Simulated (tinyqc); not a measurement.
Delta-doped layer in the Thomas-Fermi potential: one step. Estimate from a V-shaped well. Five cases, with inputs chosen for the exercise.

Task: Near z = 0 the well is -depth + e F0 |z|, whose levels are a (c (e F0)^2/m_z)^(1/3) with a = 1.018793 (even) and 2.338107 (odd); c = hbar^2/2m0, m_z = ml, for the unprimed levels.

Constants: hbar^2/2m0 = 3.80998211 eV angstrom^2.

Case 1.

Values chosen (out of a larger set: near those of a delta-doped layer in Si; not measured data): ml = 0.901 m0 (longitudinal mass); mt = 0.193 m0 (transverse mass).

e F0 = 0.02186495 eV/angstrom
depth = 0.144512 eV

Subbands:

| label | valleys g | m_d (m0) | E (eV) | rms z (angstrom) |
|---|---|---|---|---|
| 0 | 2 | 0.193000 | -0.057775 | 8.202 |
| 0' | 4 | 0.417005 | -0.031239 | 20.121 |
| 1 | 2 | 0.193000 | -0.004223 | 36.638 |

Case 2.

Values chosen (out of a larger set: near those of a delta-doped layer in Si; not measured data): ml = 0.911 m0 (longitudinal mass); mt = 0.194 m0 (transverse mass).

e F0 = 0.01559925 eV/angstrom
depth = 0.108353 eV

Subbands:

| label | valleys g | m_d (m0) | E (eV) | rms z (angstrom) |
|---|---|---|---|---|
| 0 | 2 | 0.194000 | -0.040940 | 9.459 |
| 0' | 4 | 0.420397 | -0.021316 | 23.900 |
| 1 | 2 | 0.194000 | -0.001973 | 48.970 |

Case 3.

Values chosen (out of a larger set: near those of a delta-doped layer in Si; not measured data): ml = 0.934 m0 (longitudinal mass); mt = 0.192 m0 (transverse mass).

e F0 = 0.08293600 eV/angstrom
depth = 0.417713 eV

Subbands:

| label | valleys g | m_d (m0) | E (eV) | rms z (angstrom) |
|---|---|---|---|---|
| 0 | 2 | 0.192000 | -0.195263 | 4.742 |
| 0' | 4 | 0.423471 | -0.114568 | 11.095 |
| 1 | 2 | 0.192000 | -0.032875 | 15.742 |
| 2 | 2 | 0.192000 | -0.005070 | 38.075 |

Case 4.

Values chosen (out of a larger set: near those of a delta-doped layer in Si; not measured data): ml = 0.899 m0 (longitudinal mass); mt = 0.19 m0 (transverse mass).

e F0 = 0.01140449 eV/angstrom
depth = 0.086144 eV

Subbands:

| label | valleys g | m_d (m0) | E (eV) | rms z (angstrom) |
|---|---|---|---|---|
| 0 | 2 | 0.190000 | -0.031750 | 10.705 |
| 0' | 4 | 0.413292 | -0.016217 | 27.491 |
| 1 | 2 | 0.190000 | -0.001233 | 59.263 |

Case 5.

Values chosen (out of a larger set: near those of a delta-doped layer in Si; not measured data): ml = 0.914 m0 (longitudinal mass); mt = 0.191 m0 (transverse mass).

e F0 = 0.02337287 eV/angstrom
depth = 0.152630 eV

Subbands:

| label | valleys g | m_d (m0) | E (eV) | rms z (angstrom) |
|---|---|---|---|---|
| 0 | 2 | 0.191000 | -0.061867 | 7.918 |
| 0' | 4 | 0.417821 | -0.033327 | 19.618 |
| 1 | 2 | 0.191000 | -0.004947 | 34.229 |

Give: levels 0 and 1.

Result:

Case 1.

levels 0 and 1 (eV): -0.0157  0.1511

Level 0 comes out 42 meV too high, since screening flattens the true well away from the plane, and level 1 lands above the rim at 0.

Case 2.

levels 0 and 1 (eV): -0.0059  0.1268

Level 0 comes out 35 meV too high, since screening flattens the true well away from the plane, and level 1 lands above the rim at 0.

Case 3.

levels 0 and 1 (eV): -0.1081  0.2928

Level 0 comes out 87 meV too high, since screening flattens the true well away from the plane, and level 1 lands above the rim at 0.

Case 4.

levels 0 and 1 (eV): -0.0026  0.1056

Level 0 comes out 29 meV too high, since screening flattens the true well away from the plane, and level 1 lands above the rim at 0.

Case 5.

levels 0 and 1 (eV): -0.0186  0.1550

Level 0 comes out 43 meV too high, since screening flattens the true well away from the plane, and level 1 lands above the rim at 0.

Computed by tinyqc, one run a case: `OMP_NUM_THREADS=1 python tinyqc.py N N+1 out.jsonl` with N = 1281797, 1282619, 1282669, 1282695, 1282758; one thread of a shared Intel(R) Xeon(R) Processor @ 2.30GHz, about 0.2 s a run at most.
